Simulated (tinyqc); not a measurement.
Potential step from the flux.

Inverse problem. On one interval J = (q mu Vt/hx) [nb B(d) - na B(-d)], B(d) = d/(exp(d) - 1), d = (psi_b - psi_a)/Vt. Find psi_b - psi_a, and the step at which J would vanish.

Parameters, values chosen for the exercise:
- T = 300 K (temperature)
- mu = 1330 cm^2/(V s) (electron mobility)
- na = 3.6e15 cm^-3 (density at the left node)
- nb = 4.4e13 cm^-3 (density at the right node)
- hx = 22 nm (node spacing)

Constants: q = 1.602176634e-19 C, kB = 1.380649e-23 J/K, Vt = kB T/q. Results are converted to the units shown.

J = -36.184795 A/cm^2

Answer. B(d) falls and B(-d) rises with d, so J falls steadily with the step and one value matches. J = 0 needs nb/na = exp(d), the Boltzmann ratio.

psi_b - psi_a = -0.112 V
step for J = 0 = -0.114 V

tinyqc, about 0.01 s, one thread, Intel Xeon 2.30GHz (shared host): `OMP_NUM_THREADS=1 python tinyqc.py 2220013 2220014 out.jsonl`
